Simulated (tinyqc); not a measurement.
Ballistic Schottky-barrier transistor with a one-dimensional channel, WKB contacts: one step of the calculation.

Source Fermi level 0, drain Fermi level -Vd. Far from the contacts Ec = pn - psi, and the gate moves psi one to one; the band edges relax as exp(-x/lam) from pn at the source and pn - Vd at the drain; Ev = Ec - Eg. A carrier of energy w inside the channel band meets at a contact a barrier of height D (the contact edge beyond the channel edge): T = 1 for w >= D, else exp(-S), S = 4 lam sqrt(m/C) [sqrt(D - w) - sqrt(w) arctan sqrt((D - w)/w)], C = hbar^2/(2 m0). The two contacts combine as Ts Td/(Ts + Td - Ts Td).

Task. Current of the electrons on a coarse grid. I = g (2 q^2/h) int T(w) [f(Es + w) - f(Ed + w)] dw, f(y) = 1/(1 + exp(y/Vt)). Electrons: Ds = psi, Dd = psi - Vd, Es = Ec, Ed = Ec + Vd. Holes: Ds = -psi, Dd = Vd - psi, Es = -Ev, Ed = -Ev - Vd. The size of each current is taken; both flow from drain to source and add. Simpson's rule on nE equally spaced w from 0 to wm.

Parameters, values chosen for the exercise; channel values close to those of a germanium nanowire:

| symbol | value | unit | meaning |
|---|---|---|---|
| T | 300 | K | temperature |
| pn | 0.59 | eV | barrier for electrons at both contacts |
| mn | 0.12 | m0 | electron mass |
| g | 2 |  | valleys or subbands |
| lam | 2.9 | nm | screening length at the contacts |
| Vd | 0.05 | V | drain bias |
| ps | 0.81 | V | band shift psi of the channel by the gate |
| wm | 0.99 | eV | upper end of the grid |
| nE | 15 |  | points of the grid |

Constants: q = 1.602176634e-19 C, kB = 1.380649e-23 J/K, hbar = 1.054571817e-34 J s, h = 6.62607015e-34 J s, m0 = 9.1093837015e-31 kg, Vt = kB T/q, hbar^2/(2 m0) = 0.0380998212 eV nm^2. Results are converted to the units shown.

Wanted: w; Ts; Td; T; size of the supply difference; current.

Result.

w, point 0 to 14 (eV): [0.00000, 0.07071, 0.14143, 0.21214, 0.28286, 0.35357, 0.42429, 0.49500, 0.56571, 0.63643, 0.70714, 0.77786, 0.84857, 0.91929, 0.99000]
Ts, point 0 to 14: [8.9820e-9, 2.1583e-5, 3.3237e-4, 0.0022036, 0.0093674, 0.029757, 0.076300, 0.16507, 0.30942, 0.51035, 0.74469, 0.95160, 1.0000, 1.0000, 1.0000]
Td, point 0 to 14: [1.6058e-8, 3.7565e-5, 5.6241e-4, 0.0036194, 0.014907, 0.045771, 0.11311, 0.23492, 0.42051, 0.65679, 0.89324, 1.0000, 1.0000, 1.0000, 1.0000]
T, point 0 to 14: [5.7600e-9, 1.3708e-5, 2.0895e-4, 0.0013716, 0.0057858, 0.018364, 0.047739, 0.10735, 0.21692, 0.40290, 0.68382, 0.95160, 1.0000, 1.0000, 1.0000]
size of the supply difference, point 0 to 14: [0.0011902, 0.017934, 0.20309, 0.41159, 0.068259, 0.0048469, 3.1634e-4, 2.0530e-5, 1.3318e-6, 8.6397e-8, 5.6047e-9, 3.6358e-10, 2.3586e-11, 1.5301e-12, 9.9257e-14]
current = 0.012892 uA

Range of the model: No scattering, image-force lowering, channel charge or band-to-band tunnelling; parabolic kappa overstates S deep in the gap.

tinyqc, about 0.04 s, one thread, Intel Xeon 2.30GHz (shared host): `OMP_NUM_THREADS=1 python tinyqc.py 2390040 2390041 out.jsonl`
